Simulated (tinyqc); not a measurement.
Thermodynamics of metal silicides: hull, first phase, silicon consumed, nucleation and stability against SiO2: one step, computed by the program tinyqc.

Entropies of formation of the solids are neglected, so heats stand for free energies. Si fractions: M2Si 0.3333, MSi 0.5000, MSi2 0.6667.

Task: Nucleation of MSi2 from MSi and Si. Where free silicon remains, MSi + Si -> MSi2 gains dH = 3 H(MSi2) - 2 H(MSi) per mole of M; per volume dG = |dH|/V(MSi2); r* = 2 gamma/dG, W* = 16 pi gamma^3/(3 dG^2). For comparison the same with MSi forming from the elements, 2 |H(MSi)|/V(MSi).

Inputs (values chosen for the exercise, of the order of those of cobalt silicides for heats and volumes only): heat of formation of MSi = -46.8 kJ/mol atoms; heat of formation of MSi2 = -31.9 kJ/mol atoms; change of interface energy gamma = 0.13 J/m^2; temperature T = 1075 K.

Phases: M2Si, MSi, MSi2.

volumes of the three phases per mole of M (cm^3/mol): [9.75, 13, 23.1]

Constants: e = 1.602176634e-19 C; k_B = 8.617333262e-05 eV/K.

Give: dH of the reaction; driving force; critical radius; barrier W*; W*/(k_B T); barrier for MSi from the elements.

Result:

dH of the reaction = -2.1 kJ/mol M

driving force = 0.09091 kJ/cm^3

critical radius = 2.86 nm

barrier W* = 27.80 eV

W*/(k_B T) = 300.1

barrier for MSi from the elements = 0.004432 eV

The barrier is 6300 times that of MSi from the elements, since little energy is left to gain: homogeneous nucleation is out of reach, and only sites that cut the interface energy (grain boundaries, triple junctions) can start it.
